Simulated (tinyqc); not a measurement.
# Quantum-well laser, gain and threshold: effects of single changes

One electron and one heavy-hole subband per well, parabolic, with equal sheet densities n of electrons and holes; k-conserving transitions, TE polarisation, no line broadening, so the gain starts as a step at E0 and peaks there. All wells are pumped alike.

Inputs (values chosen for the exercise); well values close to those of InGaN:

| symbol | value | unit | meaning |
|---|---|---|---|
| T | 300 | K | temperature |
| E0 | 2.73 | eV | lowest transition energy |
| me | 0.203 | m0 | in-plane electron mass |
| mh | 0.996 | m0 | in-plane hole mass |
| Ep | 18.2 | eV | Kane energy |
| nr | 2.57 |  | refractive index |
| Lw | 4 | nm | well width |
| Gw | 0.017 |  | optical confinement per well |
| ai | 10 | 1/cm | internal loss |
| Lc | 2000 | um | cavity length |
| R1 | 0.32 |  | front reflectance |
| R2 | 0.32 |  | back reflectance |
| A | 1.7e7 | 1/s | defect recombination coefficient |
| B | 0.00029 | cm^2/s | radiative coefficient per well |
| C | 5.5e-18 | cm^4/s | Auger coefficient per well |
| eta | 0.71 |  | injection efficiency |
| Wd | 10 | um | stripe width |

Constants: q = 1.602176634e-19 C, kB = 1.380649e-23 J/K, eps0 = 8.8541878128e-12 F/m, hbar = 1.054571817e-34 J s, m0 = 9.1093837015e-31 kg, c = 299792458 m/s, Vt = kB T/q. Results are converted to the units shown.

Each table varies one quantity; the others keep the values above.

## Peak gain against carrier density

Nc = me kB T/(pi hbar^2), Nv = mh kB T/(pi hbar^2), mr = me mh/(me + mh) in m0, g0(E) = q^2 Ep mr/(4 nr eps0 c hbar E Lw) (squared momentum element m0 Ep/4, joint density of states mr/(pi hbar^2 Lw) for both spins). Peak gain g(n) = g0(E0)[1 - exp(-n/Nc) - exp(-n/Nv)]. Fc + Fv = Vt [ln(exp(n/Nc) - 1) + ln(exp(n/Nv) - 1)]; dg/dn is the differential gain; J = q (A n + B n^2 + C n^3) per well.

Results:
```
n (cm^-2),Fc + Fv (eV),g at E0 (1/cm),dg/dn (cm),J (A/cm^2)
1.5e12,-0.04957,-9384,7.797e-9,111.6
2.1e12,-0.02741,-5173,6.305e-9,218.8
2.8e12,-0.006786,-1244,4.985e-9,391.2
3.9e12,0.01981,3393,3.552e-9,769.6
5.3e12,0.04842,7519,2.443e-9,1451
7.2e12,0.08268,1.129e4,1.622e-9,2757
9.9e12,0.1271,1.481e4,1.054e-9,5436
1.8e13,0.2502,2.036e4,4.404e-10,2.024e4
```

Estimate the missing row, n = 1.3e13 cm^-2.

Computed row:
```
n (cm^-2),Fc + Fv (eV),g at E0 (1/cm),dg/dn (cm),J (A/cm^2)
1.3e13,0.1753,1.752e4,7.264e-10,9824
```

With this row back in the table: The gain at E0 changes sign where Fc + Fv does, at n = 3.06e12 cm^-2, and reaches 20400 1/cm in the last row, 0.81 of its ceiling g0 = 25100 1/cm. The differential gain falls from 7.80e-9 to 4.40e-10 cm as the band-edge states fill, while J rises from 112 to 20200 A/cm^2. For n = 9.9e12 to 1.8e13 cm^-2 Fc + Fv passes 0.12 eV, where higher subbands and leakage over the barriers, left out here, set in.

## Effect of the number of wells

Mirror loss am = ln(1/(R1 R2))/(2 Lc); threshold gain gth = (ai + am)/(Nw Gw). nth solves g(n) = gth and ntr solves g(n) = 0. Jth = q Nw (A n + B n^2 + C n^3)/eta at n = nth, Ith = Jth Wd Lc; differential efficiency of both facets eta am/(ai + am).

The same in every row: ntr (cm^-2) = 3.060e12; differential efficiency = 0.2577.

Effect of the number of wells:
```
Nw,gth (1/cm),nth (cm^-2),Jth (A/cm^2),Ith (mA)
1,923.4,3.268e12,754.8,151.0
2,461.7,3.162e12,1412,282.3
3,307.8,3.128e12,2071,414.2
4,230.8,3.111e12,2730,546.1
5,184.7,3.101e12,3390,678.0
6,153.9,3.094e12,4050,810.0
8,115.4,3.085e12,5370,1074
10,92.34,3.080e12,6690,1338
```

What does the table show?

As Nw goes from 1 to 10, gth falls from 923 to 92.3 1/cm, Jth rises from 755 to 6690 A/cm^2 and Ith rises from 151 to 1340 mA. Each added well must be pumped to transparency, which costs more than the lower gain saves.

Range of the model: Polarisation fields, which separate electrons and holes in nitride wells and lower the gain, are left out.

Program tinyqc, `OMP_NUM_THREADS=1 python tinyqc.py 2840025 2840026 out.jsonl`; Intel Xeon 2.30GHz, shared host, one thread, about 0.01 s.
